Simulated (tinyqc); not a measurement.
Inside a calculation. Model: charge stability of a double quantum dot, constant-interaction model with a charge sensor.

Program tinyqc, `OMP_NUM_THREADS=1 python tinyqc.py 2470013 2470014 out.jsonl`; Intel Xeon 2.30GHz, shared host, one thread, about 0.01 s. Printed values are rounded.

Capacitance matrix C = [[C1, -Cm], [-Cm, C2]], C1 = G1 + X1 + Cm + L1, C2 = G2 + X2 + Cm + L2. Gate charges n1 = (G1 V1 + X1 V2)/q, n2 = (X2 V1 + G2 V2)/q. The state (N1, N2) has U = (1/2) d^T E d with d = (N1 - n1, N2 - n2) and E = q^2 C^(-1). Leads at 0 V; no tunnel coupling, spin or level spacing. The sensor reads s1 <N1> + s2 <N2>.

Inputs (values chosen for the exercise):
- G1 = 30 aF (gate 1 to dot 1)
- G2 = 33 aF (gate 2 to dot 2)
- X1 = 1.9 aF (gate 2 to dot 1)
- X2 = 2.2 aF (gate 1 to dot 2)
- Cm = 70 aF (between the dots)
- L1 = 160 aF (dot 1 to leads and ground)
- L2 = 170 aF (dot 2 to leads and ground)
- s1 = 0.77 (sensor weight of dot 1)
- s2 = 0.21 (sensor weight of dot 2)
- T = 0.14 K (temperature)
- V1 = 1.65 mV (voltage of gate 1)
- V2 = 1.62 mV (voltage of gate 2)

Constants: q = 1.602176634e-19 C, kB = 1.380649e-23 J/K, Vt = kB T/q. Results are converted to the units shown.

## Charging energies and lever arms

E = q^2 C^(-1) holds EC1, EC2 on the diagonal and ECm off it; the lever arms are A = C^(-1) [[G1, X1], [X2, G2]] (row: dot, column: gate).

C (aF):
```
	1	2
1	261.9	-70
2	-70	275.2
```

E (meV):
```
	1	2
1	0.656375	0.166956
2	0.166956	0.624653
```

lever arms (eV/V):
```
	1	2
1	0.125196	0.042172
2	0.039839	0.130640
```

gate charges: n1 0.328166, n2 0.356328

ECm is 26.1 % of the geometric mean of EC1 and EC2.

## Energies and occupation of the charge states

U for N1, N2 = 0, 1, 2; p is proportional to exp(-U/kB T), normalised over these nine states.

```
state	U (meV)	p
(0,0)	0.09452	0.937011
(0,1)	0.12948	0.051687
(0,2)	0.78909	0.000000
(1,0)	0.14782	0.011302
(1,1)	0.34973	0.000000
(1,2)	1.17630	0.000000
(2,0)	0.85749	0.000000
(2,1)	1.22636	0.000000
(2,2)	2.21988	0.000000
```

mean charges: <N1> 0.0113020, <N2> 0.0516869
sensor signal = 0.0195568

The ground state is (0,0), 0.0350 meV (2.90 kB T) below (0,1).

## Triple points

The states (0,0), (1,0), (0,1) meet where E n = (EC1/2, EC2/2), and (1,1), (1,0), (0,1) where E n = (EC1/2 + ECm, EC2/2 + ECm); the gate voltages follow from n.

gate charges:
```
	n1	n2
electron point	0.400015	0.393085
hole point	0.599985	0.606915
```

gate voltages (mV):
```
	V1	V2
electron point	2.02399	1.77353
hole point	3.03045	2.74459
```

distance between the points = 1.39854 mV

The line between the two points is the (1,0)-(0,1) transition, where an electron moves from dot to dot.
